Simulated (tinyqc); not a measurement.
Leakage through a gate insulator: direct, Fowler-Nordheim, trap-assisted and Poole-Frenkel currents: one step, computed by the program tinyqc. Command: `OMP_NUM_THREADS=1 python tinyqc.py 3008525 3008526 out.jsonl oxideleak walk`. One thread of a shared host (Intel(R) Xeon(R) Processor @ 2.30GHz), about 0.01 s of CPU time with the checks.

Electrons enter from the cathode Fermi level at x = 0; the conduction band of the insulator lies phi_b - e F x above it, F = V/t. WKB exponents use a parabolic band with mass m.

Question. Poole-Frenkel bound. Poole-Frenkel emission over the lowered barrier of a charged trap: lowering sqrt(e F/(pi eps_opt eps_0)); J_PF = e N_t^(2/3) nu_0 exp(-(phi_t - lowering)/k_B T), one sheet of traps emitting with supply unlimited (an upper bound).

Inputs (values chosen for the exercise, with an insulator like SiO2):
```
quantity                          value   unit
thickness t                         1.8     nm
optical constant eps_opt           2.07      -
voltage across the insulator V     0.72      V
trap depth phi_t                    1.6     eV
trap density N_t                3.9e+18  cm^-3
attempt rate nu_0                 9e+13    1/s
temperature T                       200      K
```

Constants: e = 1.602176634e-19 C; eps_0 = 8.8541878128e-12 F/m; k_B = 8.617333262e-05 eV/K.

Give: barrier lowering; Poole-Frenkel bound J_PF.

Answer.

barrier lowering = 1.0550 eV

Poole-Frenkel bound J_PF = 6.5992e-07 A/cm^2

Caution: the film is too thin for the Poole-Frenkel picture (the lowering is a large part of the whole drop, or the traps are further apart than the film is thick), so J_PF is only nominal.
